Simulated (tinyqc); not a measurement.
p-n heterojunction, non-linear Poisson equation by Newton steps, Boltzmann statistics: one step of the calculation.

One dimension, material 1 (p-type) at x < 0 and material 2 (n-type) at x > 0. Band edges: Ec = -psi in material 1 and -psi + dEc in material 2, Ev = Ec - Eg. Flat quasi-Fermi levels: 0 for holes, +V for electrons. n = Nc F((EFn - Ec)/Vt), p = Nv F((Ev - EFp)/Vt), with F(eta) = exp(eta) (Boltzmann statistics); full ionisation, no interface charge, classical densities; the doping types are chosen for the exercise.

Problem. Newton step. Solve the tridiagonal system a_(i-1) d_(i-1) + b_i d_i + a_i d_(i+1) = -F_i for nodes 1 to 10, with d = 0 on fixed nodes. Half of the step is added while the largest |d| exceeds 1.5 Vt, the full step after that.

Values chosen for this exercise:
```
symbol  value  unit      meaning
T         250     K  temperature
```

Constants: q = 1.602176634e-19 C, kB = 1.380649e-23 J/K, Vt = kB T/q. Results are converted to the units shown.

coupling a_i, interval 0 to 10 (F/cm^2): [1.5385966e-7, 2.2187799e-7, 3.1600805e-7, 4.5122303e-7, 6.4727166e-7, 9.2467380e-7, 1.4358491e-6, 4.8611227e-7, 1.4974868e-7, 4.6678982e-8, 1.4488671e-8]
diagonal b, node 1 to 10 (F/cm^2): [-3.8651106e-7, -5.3791918e-7, -7.6723116e-7, -1.0984947e-6, -1.5719455e-6, -2.3605229e-6, -1.9219761e-6, -6.3586108e-7, -1.9663117e-7, -1.7915699e-6]
residual F, node 1 to 10 (C/cm^2): [-7.0042962e-8, -4.0757785e-8, -2.9125820e-8, -2.2086764e-8, -1.6768568e-8, -7.8973167e-9, 5.3676450e-9, -1.2256160e-8, -2.4885960e-8, -3.1332219e-9]
psi at the start, node 0 to 11 (V): [-1.6936606, -1.5686255, -1.4517930, -1.3289957, -1.2241645, -1.1445776, -1.0871407, -1.0467016, -0.9187886, -0.6125123, -0.4427668, -0.4401816]

Wanted: Newton step d, before damping; psi after iteration 1.

Solution.

Newton step d, before damping, node 1 to 10 (V): [-0.973, -1.380, -1.536, -1.582, -1.579, -1.559, -1.540, -1.497, -1.275, -0.035]
psi after iteration 1, node 0 to 11 (V): [-1.694, -2.055, -2.142, -2.097, -2.015, -1.934, -1.867, -1.817, -1.667, -1.250, -0.460, -0.440]

tinyqc, about 0.07 s, one thread, Intel Xeon 2.30GHz (shared host): `OMP_NUM_THREADS=1 python tinyqc.py 2040031 2040032 out.jsonl`
